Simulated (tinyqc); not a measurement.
Worked calculation: Rayleigh-quotient iteration on a symmetric matrix. One step of it, computed by the program tinyqc.

Task: Step 1. solve (A - shift) w = v; v' = w/|w| with its largest component positive (the first on a tie); lambda = v'^T A v'; the next shift is lambda.

A:
```
[[1.335000, 0.175000, 0.552000, -0.017000, -0.195000, -1.055000],
 [0.175000, 1.636000, -0.168000, 1.437000, 0.586000, 1.060000],
 [0.552000, -0.168000, 2.207000, -1.606000, 0.444000, -1.637000],
 [-0.017000, 1.437000, -1.606000, 2.448000, 0.918000, -0.808000],
 [-0.195000, 0.586000, 0.444000, 0.918000, 3.144000, 0.073000],
 [-1.055000, 1.060000, -1.637000, -0.808000, 0.073000, 4.645000]]
```

vector v at the start: [0.408248, 0.408248, 0.408248, 0.408248, 0.408248, 0.408248]

shift = 0.850000

Give: vector after step 1; Rayleigh quotient after step 1.

Result:

vector after step 1: [-0.3648, 0.7986, 0.4394, -0.0172, -0.1806, -0.0560]

Rayleigh quotient after step 1 = 1.0359
